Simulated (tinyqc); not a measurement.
What each parameter does: temperature and isotope dependence of a band gap in oscillator models.

E(T) = E0 - sum_i sl_i th_i n_i(T), n = 1/(exp(th/T) - 1). The same coupling lowers the gap at 0 K by the zero-point term ZP = sum_i sl_i th_i/2, so the gap of the static lattice is E0 + ZP. Thermal expansion is taken as part of the slopes.

Inputs chosen for the exercise (near those of InP; shifted at random, so the results belong to these values and not to a real crystal): E0 = 1.414 eV (gap at 0 K); th = (130, 338) K (temperatures of two oscillators); sl = (0.1681, 0.2229) meV/K (their high-temperature slopes); T = 500 K (temperature).

Gap at T, slope -sum sl_i (th_i/T)^2 n_i (1 + n_i) and ZP.

Results for these values:
```
case,E(T) (eV),dE/dT (meV/K),ZP (meV)
base,1.2624,-0.3818,48.60
```

What happens to each result for E0 = 1.424 eV, all else kept?

Answer: E(T) rises from 1.2624 to 1.2724; dE/dT does not change at the printed digits; ZP does not change at the printed digits.

The same for each parameter in turn:
```
case,E(T) (eV),dE/dT (meV/K),ZP (meV)
base,1.2624,-0.3818,48.60
T = 540 K,1.2471,-0.3831,48.60
E0 = 1.424 eV,1.2724,-0.3818,48.60
"th = (130, 405) K",1.2681,-0.3783,56.06
"sl = (0.2185, 0.2229) meV/K",1.2403,-0.4319,51.87
```

tinyqc: `OMP_NUM_THREADS=1 python tinyqc.py 1850274 1850275 out.jsonl`; about 0.01 s, one thread, shared Intel(R) Xeon(R) Processor @ 2.30GHz.
